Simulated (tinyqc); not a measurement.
## On-chip interconnect, size-dependent resistivity and RC delay: delay against the aspect ratio

A rectangular line between two neighbours and two ground planes. Surface and grain-boundary scattering are added to the bulk resistivity as corrections; capacitances are parallel-plate values without fringing; inductance is ignored.

Metal width x = wd - 2 tl, height y = AR wd - tl; grain boundaries (Mayadas-Shatzkes): al = (lam/(gr x)) Rg/(1 - Rg), g = 1/[1 - 3 al/2 + 3 al^2 - 3 al^3 ln(1 + 1/al)] - 1; surfaces (Fuchs-Sondheimer, thick limit): s = (3/8) lam (1 - ps)(1/x + 1/y); rho = rho0 (1 + g + s); r = rho/(x y); c = eps0 ek (2 wd/hd + 2 Mf AR wd/sp). Elmore delay tE = Rd (c Lw + Cl) + r Lw (c Lw/2 + Cl); t50 is the time at which the far end of a ladder of 30 pi sections (half capacitances at both ends, Cl at the far end, a step applied through Rd) reaches half the step; line share r Lw/(Rd + r Lw); estimate 0.69 Rd (c Lw + Cl) + 0.38 r c Lw^2 + 0.69 r Lw Cl.

Parameters, values chosen for the exercise; metal values close to those of cobalt:
```
symbol  value     unit                                             meaning
rho0     6.22  uohm cm                                    bulk resistivity
lam      11.7       nm                                 bulk mean free path
ps          0                         specular share of surface scattering
Rg       0.29                   reflection coefficient of grain boundaries
gr          1                              grain size over the metal width
wd        8.6       nm                                    drawn line width
tl        0.6       nm  liner on both walls and the bottom, not conducting
sp         13       nm                     space to the neighbouring lines
hd         18       nm     dielectric height to the planes above and below
ek        3.9                      relative permittivity of the dielectric
Mf          1                              Miller factor of the neighbours
Lw        140       um                                         line length
Rd       4100      ohm                                   driver resistance
Cl       0.34       fF                                    load capacitance
```

Constants: eps0 = 8.8541878128e-12 F/m. Results are converted to the units shown.

Results:
```
AR,rho (uohm cm),r (ohm/um),c (fF/um),tE (ps),t50 (ps),estimate (ps),line share of the resistance (%)
0.8,19.85,4270,0.06955,3155,2389,2381,99.32
1.2,18.31,2545,0.08782,2364,1790,1784,98.86
2,17.14,1396,0.1244,1840,1394,1389,97.94
2.4,16.86,1137,0.1426,1727,1308,1303,97.49
2.8,16.66,959.0,0.1609,1652,1251,1246,97.04
3.2,16.51,829.0,0.1792,1599,1211,1206,96.59
3.6,16.40,729.9,0.1975,1562,1183,1177,96.14
4,16.31,652.0,0.2157,1535,1162,1155,95.70
```

Estimate the missing row, AR = 1.6.

Computed row:
```
AR,rho (uohm cm),r (ohm/um),c (fF/um),tE (ps),t50 (ps),estimate (ps),line share of the resistance (%)
1.6,17.57,1805,0.1061,2024,1533,1528,98.40
```

With this row back in the table: As AR goes from 0.8 to 4, r falls from 4270 to 652 ohm/um, c rises from 0.0695 to 0.216 fF/um and t50 falls from 2390 to 1160 ps. t50/tE stays at 0.757, and the estimate is within 0.55 % of t50.

Range of the model: The metal width is under the mean free path, where the thick-limit surface term and the simple sum of corrections lose accuracy.

Computed by the program tinyqc: `OMP_NUM_THREADS=1 python tinyqc.py 2100042 2100043 out.jsonl`, one thread of a shared Intel Xeon 2.30GHz, about 0.01 s for the whole run.
